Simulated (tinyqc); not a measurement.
Along the crystal: crystal pulling from the melt: segregation, interface stability, heat balance and point-defect regime. Computed by tinyqc, a small Python program. Command: `OMP_NUM_THREADS=1 python tinyqc.py 3020894 3020895 out.jsonl pull walk`. One thread of a shared host (Intel(R) Xeon(R) Processor @ 2.30GHz), about 0.01 s of CPU time with the checks.

A dilute solute; steady pulling with a flat interface unless it is found unstable.

Inputs (values chosen for the exercise, for a model semiconductor):

| quantity | value | unit |
|---|---|---|
| equilibrium coefficient k0 | 0.063 | - |
| initial melt concentration C0 | 2.4e+18 | 1/cm^3 |
| diffusivity in the melt D | 0.00026 | cm^2/s |
| kinematic viscosity nu | 0.0037 | cm^2/s |
| crystal rotation | 5 | rpm |
| pull rate V | 1.2 | mm/min |
| gradient in the melt G_L | 16 | K/cm |
| solid conductivity k_S | 21.5 | W/(m K) |
| melt conductivity k_L | 61.4 | W/(m K) |
| latent heat per volume L | 4240 | J/cm^3 |
| melting point T_m | 1685 | K |
| interface energy gamma | 0.35 | J/m^2 |
| frozen fraction g | 0.62 | - |
| critical ratio xi_c | 0.12 | mm^2/(min K) |

Loss from the melt surface: none.

Constants: k_B = 1.380649e-23 J/K.

Method:
- delta = 1.61 D^(1/3) nu^(1/6) omega^(-1/2), omega = 2 pi rpm/60; k_eff = k0/[k0 + (1 - k0) exp(-V delta/D)] (Burton, Prim and Slichter); the melt at the interface is enriched by k_eff/k0.
- Axial profile: C_s = k_eff C0 (1 - g)^(k_eff - 1); bulk melt C_L = C_s/k_eff. Usable fraction: the g at which C_s has changed by 30 % from its first value (0.99 at most).
- k_S G_S = k_L G_L + L V; the largest rate for this G_S, with G_L = 0, is k_S G_S/L. Voronkov: the crystal grows vacancy-rich if V/G_S > xi_c and interstitial-rich if below; at fixed G_L the neutral rate solves V = xi_c G_S(V).
- Liquidus slope per concentration (van 't Hoff): |m| = k_B T_m^2 (1 - k0)/L. Solute gradient at the interface: G_C = (V/D) C_s (1 - k0)/k0. Constitutional supercooling sets in when |m| G_C > G_L. Critical C_s from the equality.
- Mullins-Sekerka for a thick solute layer: a ripple of wave number w grows if S(w) = -Gam w^2 - G* + |m| G_C (w* - V/D)/(w* - (1 - k0) V/D) > 0, Gam = gamma T_m/L, G* = (k_S G_S + k_L G_L)/(k_S + k_L), w* = V/(2D) + sqrt((V/(2D))^2 + w^2).
- The critical C_s is that at which the maximum of S over w is zero.

k_eff = 0.0936434

critical C_s = 1.61439e+19 1/cm^3

critical C_s, Mullins-Sekerka = 3.45413e+19 1/cm^3

Axial profile:

| g | C_s (1/cm^3) | C_s/C_s(0) | the same for k0, no loss | C_s over constitutional limit | C_s over Mullins-Sekerka limit |
|---|---|---|---|---|---|
| 0.00 | 2.2474e+17 | 1.000 | 1.000 | 0.01392 | 0.00651 |
| 0.20 | 2.7512e+17 | 1.224 | 1.233 | 0.01704 | 0.00796 |
| 0.40 | 3.5708e+17 | 1.589 | 1.614 | 0.02212 | 0.01034 |
| 0.60 | 5.1566e+17 | 2.294 | 2.360 | 0.03194 | 0.01493 |
| 0.75 | 7.8953e+17 | 3.513 | 3.665 | 0.04891 | 0.02286 |
| 0.85 | 1.2544e+18 | 5.582 | 5.916 | 0.07770 | 0.03632 |
| 0.92 | 2.2176e+18 | 9.867 | 10.661 | 0.13736 | 0.06420 |
| 0.97 | 5.3946e+18 | 24.003 | 26.726 | 0.33416 | 0.15618 |

C_s changes by a factor 24.0 up to g = 0.97, against 26.7 for k0 without loss. Neither limit is reached. Caution: the onset wavelength exceeds the stirred boundary layer, so flow cuts off the solute field assumed in this theory.

Extremes, crossings and ranges named in words are read from the listed rows.
